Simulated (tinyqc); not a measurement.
# Area and perimeter leakage from two diodes

Question. A square diode and a finger diode leak I = JA area + JP perimeter. Find JA, JP and the side of the square at which both parts are equal.

areas (um^2): 90000  228000
perimeters (um): 1200  46740
leakage currents (pA): 10.02  82.194000

Solution. Two linear equations give JA and JP; for a square of side a, JA a^2 = 4 JP a at a = 4 JP/JA.

JA = 9.40e-9 A/cm^2
JP = 1.30e-11 A/cm
side for equal parts = 55.3 um

tinyqc, about 0.01 s, one thread, Intel Xeon 2.30GHz (shared host): `OMP_NUM_THREADS=1 python tinyqc.py 2290073 2290074 out.jsonl`
